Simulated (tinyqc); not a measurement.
Semiconducting tubes compared: carbon nanotube by zone folding.

Circumference C = n a1 + m a2, a = sqrt3 acc; d = a sqrt(n^2 + nm + m^2)/pi; tan(theta) = sqrt3 m/(2n + m); dR = gcd(2n + m, 2m + n); T = t1 a1 + t2 a2 with t1 = (2m + n)/dR, t2 = -(2n + m)/dR, |T| = sqrt3 pi d/dR; N = 2 (n^2 + nm + m^2)/dR hexagons a cell. On cutting line mu = 0 to N - 1 at x = k|T|/(2 pi) the phases are p1 = 2 pi (-t2 mu + m x)/N, p2 = 2 pi (t1 mu - n x)/N, and E = -/+ t |1 + exp(i p1) + exp(i p2)|.

Inputs chosen for the exercise (out of a larger set: near those used for carbon; not measured data): t = 2.79 eV (hopping); acc = 1.44 angstrom (bond length); tubes = ((7, 2), (15, 4), (8, 6), (6, 2), (9, 4), (14, 9), (14, 13)) (pairs (n, m)).

E11 and E22 are twice the two lowest band edges; the cone gives E11 d = 2 t acc and E22/E11 = 2.

Tubes:
```
(n,m)    d (angstrom)  theta (deg)  (n - m) mod 3  E11 (eV)  E22 (eV)  E11 d/(2 t acc)  E22/E11
(7,2)            6.50         12.2              2    1.2668    2.2859            1.025    1.804
(15,4)          13.77         11.5              2    0.5911    1.1289            1.013    1.910
(8,6)            9.66         25.3              2    0.8340    1.6211            1.002    1.944
(6,2)            5.72         13.9              1    1.3510    2.8876            0.963    2.137
(9,4)            9.16         17.5              2    0.8887    1.6794            1.013    1.890
(14,9)          15.94         22.8              2    0.5063    0.9924            1.004    1.960
(14,13)         18.57         28.8              1    0.4320    0.8634            0.998    1.999
```

E11 follows 1/d first. For mod 1 the scaled E11 lies below one (0.963 to 0.998) and E22/E11 on both sides of two (1.999 to 2.137). For mod 2 the scaled E11 lies above one (1.002 to 1.025) and E22/E11 below two (1.804 to 1.960). The largest departure of the scaled E11 is that of (6,2); warping acts as cos(3 theta)/d, most for thin tubes near zigzag. Below about 8 angstrom curvature, left out of zone folding, changes the gaps further.

(tinyqc, `OMP_NUM_THREADS=1 python tinyqc.py 1482834 1482835 out.jsonl`, Intel(R) Xeon(R) Processor @ 2.30GHz, 1 thread, shared host, about 0.01 s.)
